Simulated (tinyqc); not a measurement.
Defect equilibria of an oxide against oxygen pressure (mass action): one step, computed by the program tinyqc. Command: `OMP_NUM_THREADS=1 python tinyqc.py 3024910 3024911 out.jsonl brouwer walk`. One thread of a shared host (Intel(R) Xeon(R) Processor @ 2.30GHz), about 0.01 s of CPU time with the checks.

Defects: oxygen vacancies V (charge +2), electrons n, holes p, the ionic partner X = V_M'' (charge -2), and the dopant. Activities are taken equal to concentrations.

Task: Solution at the given pressure. Neutrality: 2 [V] + p = n + 2 [X] + N_d. With n as the unknown, [V] = K_r/(n^2 P^(1/2)), p = K_i/n, [X] = K_s/[V]; the log ratio is ln(positive/negative). The root is found by 60 bisections in ln n between n = 1e-10 and 1e25 cm^-3.

Inputs (values chosen for the exercise, for a model oxide): dopant density N_d = 2e+18 cm^-3; temperature T = 900 K; oxygen pressure P = 0.03 atm.

Ionic disorder: Schottky, oxide MO. Dopant (singly charged, fully ionised): acceptor.

K_r = 1.371631e+43 cm^-9 atm^(1/2)

K_i = 1.799879e+22 cm^-6

K_s = 1.782078e+28 cm^-6

Give: n; [V]; p; [X].

Result:

n = 8.899e+12 cm^-3

[V] = 1.000e+18 cm^-3

p = 2.023e+09 cm^-3

[X] = 1.782e+10 cm^-3

The largest terms give the Brouwer balance 2 [V] = N_d; the smaller of the two terms is 100 % of the total charge of one sign.
